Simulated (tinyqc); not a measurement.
Worked calculation: UHF in the 6-31g basis, for H3-, spin multiplicity 1. The basis has no diffuse functions, so it cannot describe the extra electron: this is an exercise in the method, not the real anion. One step of it, computed by the program tinyqc.

Question. Iteration 1: building the Fock matrix. J_ij = sum D_kl (ij|kl) with D = D(alpha) + D(beta), K_ij = sum D_kl (ik|jl) for each spin; F = H + J - K(s); E = tr D H + tr D J / 2 - 0.5 sum_s tr D(s) K(s) + E_nn.

D(alpha) at the start, lower triangle:
```
           1H 1s      1H 2s     2H 1s      2H 2s     3H 1s     3H 2s
1H 1s   0.331565
1H 2s   0.174936   0.200354
2H 1s   0.022315   0.029391  0.004374
2H 2s   0.146172   0.105498  0.014464   0.071892
3H 1s  -0.274255  -0.017875  0.002219  -0.087601  0.375704
3H 2s  -0.156192   0.057309  0.012267  -0.032166  0.293180  0.254234
```

D(beta) at the start, lower triangle:
```
           1H 1s      1H 2s      2H 1s      2H 2s     3H 1s     3H 2s
1H 1s   0.331565
1H 2s   0.174936   0.200354
2H 1s  -0.274255  -0.017875   0.375704
2H 2s  -0.156192   0.057309   0.293180   0.254234
3H 1s   0.022315   0.029391   0.002219   0.012267  0.004374
3H 2s   0.146172   0.105498  -0.087601  -0.032166  0.014464  0.071892
```

core Hamiltonian H = T + V (hartree), lower triangle:
```
           1H 1s      1H 2s      2H 1s      2H 2s      3H 1s      3H 2s
1H 1s  -1.122098
1H 2s  -1.050059  -1.208958
2H 1s  -0.310521  -0.526302  -0.905993
2H 2s  -0.567489  -0.801151  -0.908619  -1.020070
3H 1s  -0.310521  -0.526302  -0.003952  -0.086031  -0.905993
3H 2s  -0.567489  -0.801151  -0.086031  -0.264807  -0.908619  -1.020070
```

Two-electron integrals (ij|kl) in chemists' order, unique and non-zero (hartree):
```
(11|11) 1.076566   (21|11) 0.578470   (21|21) 0.329423   (22|11) 0.587396
(22|21) 0.361304   (22|22) 0.453150   (31|11) 0.100364   (31|21) 0.059769
(31|22) 0.070003   (31|31) 0.016852   (32|11) 0.164847   (32|21) 0.104659
(32|22) 0.138887   (32|31) 0.033122   (32|32) 0.079770   (33|11) 0.430389
(33|21) 0.280284   (33|22) 0.393782   (33|31) 0.100364   (33|32) 0.275143
(33|33) 1.076566   (41|11) 0.275143   (41|21) 0.158141   (41|22) 0.176008
(41|31) 0.033122   (41|32) 0.059842   (41|33) 0.164847   (41|41) 0.079770
(42|11) 0.339950   (42|21) 0.212038   (42|22) 0.274495   (42|31) 0.050679
(42|32) 0.111152   (42|33) 0.339950   (42|41) 0.111152   (42|42) 0.191210
(43|11) 0.280284   (43|21) 0.181343   (43|22) 0.252652   (43|31) 0.059769
(43|32) 0.158141   (43|33) 0.578470   (43|41) 0.104659   (43|42) 0.212038
(43|43) 0.329423   (44|11) 0.393782   (44|21) 0.252652   (44|22) 0.350640
(44|31) 0.070003   (44|32) 0.176008   (44|33) 0.587396   (44|41) 0.138887
(44|42) 0.274495   (44|43) 0.361304   (44|44) 0.453150   (51|11) 0.100364
(51|21) 0.059769   (51|22) 0.070003   (51|31) 0.008123   (51|32) 0.014669
(51|33) 0.039408   (51|41) 0.025448   (51|42) 0.034655   (51|43) 0.025929
(51|44) 0.038861   (51|51) 0.016852   (52|11) 0.164847   (52|21) 0.104659
(52|22) 0.138887   (52|31) 0.014669   (52|32) 0.028247   (52|33) 0.077746
(52|41) 0.044560   (52|42) 0.067055   (52|43) 0.051173   (52|44) 0.077407
(52|51) 0.033122   (52|52) 0.079770   (53|11) 0.000685   (53|21) 0.000382
(53|22) 0.000404   (53|31) 0.000068   (53|32) 0.000115   (53|33) 0.000304
(53|41) 0.000183   (53|42) 0.000235   (53|43) 0.000197   (53|44) 0.000276
(53|51) 0.000068   (53|52) 0.000115   (53|53) 4.48e-07   (54|11) 0.024170
(54|21) 0.014925   (54|22) 0.018690   (54|31) 0.002101   (54|32) 0.003928
(54|33) 0.010680   (54|41) 0.006411   (54|42) 0.009243   (54|43) 0.007026
(54|44) 0.010559   (54|51) 0.004311   (54|52) 0.009371   (54|53) 0.000017
(54|54) 0.001165   (55|11) 0.430389   (55|21) 0.280284   (55|22) 0.393782
(55|31) 0.039408   (55|32) 0.077746   (55|33) 0.216167   (55|41) 0.118517
(55|42) 0.185175   (55|43) 0.142301   (55|44) 0.216013   (55|51) 0.100364
(55|52) 0.275143   (55|53) 0.000304   (55|54) 0.030007   (55|55) 1.076566
(61|11) 0.275143   (61|21) 0.158141   (61|22) 0.176008   (61|31) 0.025448
(61|32) 0.044560   (61|33) 0.118517   (61|41) 0.072547   (61|42) 0.096741
(61|43) 0.077470   (61|44) 0.111856   (61|51) 0.033122   (61|52) 0.059842
(61|53) 0.000183   (61|54) 0.008318   (61|55) 0.164847   (61|61) 0.079770
(62|11) 0.339950   (62|21) 0.212038   (62|22) 0.274495   (62|31) 0.034655
(62|32) 0.067055   (62|33) 0.185175   (62|41) 0.096741   (62|42) 0.147955
(62|43) 0.121101   (62|44) 0.178091   (62|51) 0.050679   (62|52) 0.111152
(62|53) 0.000235   (62|54) 0.014019   (62|55) 0.339950   (62|61) 0.111152
(62|62) 0.191210   (63|11) 0.024170   (63|21) 0.014925   (63|22) 0.018690
(63|31) 0.004311   (63|32) 0.009371   (63|33) 0.030007   (63|41) 0.008318
(63|42) 0.014019   (63|43) 0.017690   (63|44) 0.020522   (63|51) 0.002101
(63|52) 0.003928   (63|53) 0.000017   (63|54) 0.000554   (63|55) 0.010680
(63|61) 0.006411   (63|62) 0.009243   (63|63) 0.001165   (64|11) 0.104585
(64|21) 0.064330   (64|22) 0.080683   (64|31) 0.012464   (64|32) 0.024729
(64|33) 0.070112   (64|41) 0.031338   (64|42) 0.048873   (64|43) 0.044984
(64|44) 0.062431   (64|51) 0.012464   (64|52) 0.024729   (64|53) 0.000072
(64|54) 0.003328   (64|55) 0.070112   (64|61) 0.031338   (64|62) 0.048873
(64|63) 0.003328   (64|64) 0.014365   (65|11) 0.280284   (65|21) 0.181343
(65|22) 0.252652   (65|31) 0.025929   (65|32) 0.051173   (65|33) 0.142301
(65|41) 0.077470   (65|42) 0.121101   (65|43) 0.093673   (65|44) 0.142079
(65|51) 0.059769   (65|52) 0.158141   (65|53) 0.000197   (65|54) 0.017690
(65|55) 0.578470   (65|61) 0.104659   (65|62) 0.212038   (65|63) 0.007026
(65|64) 0.044984   (65|65) 0.329423   (66|11) 0.393782   (66|21) 0.252652
(66|22) 0.350640   (66|31) 0.038861   (66|32) 0.077407   (66|33) 0.216013
(66|41) 0.111856   (66|42) 0.178091   (66|43) 0.142079   (66|44) 0.214307
(66|51) 0.070003   (66|52) 0.176008   (66|53) 0.000276   (66|54) 0.020522
(66|55) 0.587396   (66|61) 0.138887   (66|62) 0.274495   (66|63) 0.010559
(66|64) 0.062431   (66|65) 0.361304   (66|66) 0.453150
```

nuclear repulsion = 1.08083581 hartree

Give: Coulomb J; exchange K(alpha); exchange K(beta); F(alpha); F(beta); total energy of this density.

Answer.

Coulomb J (hartree), lower triangle:
```
       1H 1s  1H 2s  2H 1s  2H 2s  3H 1s  3H 2s
1H 1s  2.379
1H 2s  1.423  1.754
2H 1s  0.290  0.613  1.924
2H 2s  0.696  1.094  1.169  1.492
3H 1s  0.290  0.613  0.002  0.078  1.924
3H 2s  0.696  1.094  0.078  0.312  1.169  1.492
```

exchange K(alpha) (hartree), lower triangle:
```
       1H 1s  1H 2s  2H 1s  2H 2s  3H 1s  3H 2s
1H 1s  0.666
1H 2s  0.499  0.504
2H 1s  0.187  0.185  0.149
2H 2s  0.330  0.312  0.178  0.257
3H 1s  0.062  0.269  0.006  0.038  0.792
3H 2s  0.223  0.357  0.062  0.132  0.553  0.487
```

exchange K(beta) (hartree), lower triangle:
```
       1H 1s  1H 2s  2H 1s  2H 2s  3H 1s  3H 2s
1H 1s  0.666
1H 2s  0.499  0.504
2H 1s  0.062  0.269  0.792
2H 2s  0.223  0.357  0.553  0.487
3H 1s  0.187  0.185  0.006  0.062  0.149
3H 2s  0.330  0.312  0.038  0.132  0.178  0.257
```

F(alpha) (hartree), lower triangle:
```
        1H 1s   1H 2s   2H 1s   2H 2s   3H 1s   3H 2s
1H 1s   0.590
1H 2s  -0.125   0.042
2H 1s  -0.207  -0.098   0.869
2H 2s  -0.201  -0.020   0.083   0.215
3H 1s  -0.082  -0.183  -0.008  -0.045   0.226
3H 2s  -0.094  -0.064  -0.070  -0.085  -0.292  -0.016
```

F(beta) (hartree), lower triangle:
```
        1H 1s   1H 2s   2H 1s   2H 2s  3H 1s  3H 2s
1H 1s   0.590
1H 2s  -0.125   0.042
2H 1s  -0.082  -0.183   0.226
2H 2s  -0.094  -0.064  -0.292  -0.016
3H 1s  -0.207  -0.098  -0.008  -0.070  0.869
3H 2s  -0.201  -0.020  -0.045  -0.085  0.083  0.215
```

total energy of this density = -1.11351 hartree

This density is the starting one.
